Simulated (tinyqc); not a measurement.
From sheet resistance back to film thickness h: size effects in the resistivity of thin metal films and interconnect lines. Computed by tinyqc, a small Python program. Command: `OMP_NUM_THREADS=1 python tinyqc.py 3024211 3024212 out.jsonl size inv`. One thread of a shared host (Intel(R) Xeon(R) Processor @ 2.30GHz), about 0.02 s of CPU time with the checks.

Electrons lose their drift at surfaces (a share 1 - p of the hits) and at grain boundaries (reflection R), besides bulk scattering.

Inputs (values chosen for the exercise, modelled on nickel): bulk resistivity rho_b = 6.95 microohm cm; bulk mean free path lambda = 5.97 nm; specularity p = 0; grain-boundary reflection R = 0.36; grain size over thickness = 1.3.

Geometry: film.

Method:
- D = (ratio) h.
- Mayadas-Shatzkes: alpha = (lambda/D) R/(1 - R); rho_b/rho = 1 - 3 alpha/2 + 3 alpha^2 - 3 alpha^3 ln(1 + 1/alpha).
- Fuchs-Sondheimer film: rho_b/rho = 1 - (3/(2 kappa))(1 - p) int_0^1 (s - s^3)(1 - exp(-kappa/s))/(1 - p exp(-kappa/s)) ds, f = rho/rho_b, kappa = thickness/lambda, 80 Gauss-Legendre points.
- Both together (Mayadas-Shatzkes film): rho_b/rho = (rho_b/rho of the grains alone) - (6/(pi kappa))(1 - p) int_0^(pi/2) dphi int_0^1 ds (cos^2 phi/H^2)(s - s^3)(1 - exp(-kappa H/s))/(1 - p exp(-kappa H/s)), H = 1 + alpha/(cos phi sqrt(1 - s^2)), 40 x 80 Gauss-Legendre points.
- Sheet resistance rho/h; additive estimate rho_b (f_surface + f_grain - 1).

Question. A run gave the result below. Find the film thickness h, known to lie between 14 and 29 nm.

sheet resistance = 4.053815 ohm

Answer.

Each step takes the trial c = (a f_b - b f_a)/(f_b - f_a), f being the result less the target and a, b, c the logarithms of the listed values; c replaces end b, the old b replaces a if the sign of f changed, and otherwise f_a is halved.

Scan of the range:
```
film thickness h (nm)  sheet resistance (ohm)
14.0                                  7.14238
15.8                                  6.10718
17.8                                  5.24932
20.1                                  4.51141
22.7                                  3.88713
25.7                                  3.34778
29.0                                  2.90162
```

False position (Illinois rule, in the logarithm of the input) inside the bracket:
```
step    end a    end b    trial  sheet resistance (ohm)
1     20.1000  22.7000  21.9746                 4.04379
2     20.1000  21.9746  21.8925                 4.06229
3     21.9746  21.8925  21.9301                 4.05380
4     21.8925  21.9301  21.9300                 4.05381
5     21.8925  21.9300  21.9300                 4.05382
6     21.9300  21.9300  21.9300                 4.05381
```

Sheet resistance falls at every point of a 13-point scan of the range (every second point is shown), so one value fits; it is bracketed by 20.1 and 22.7. Answer: film thickness h = 21.93 nm.
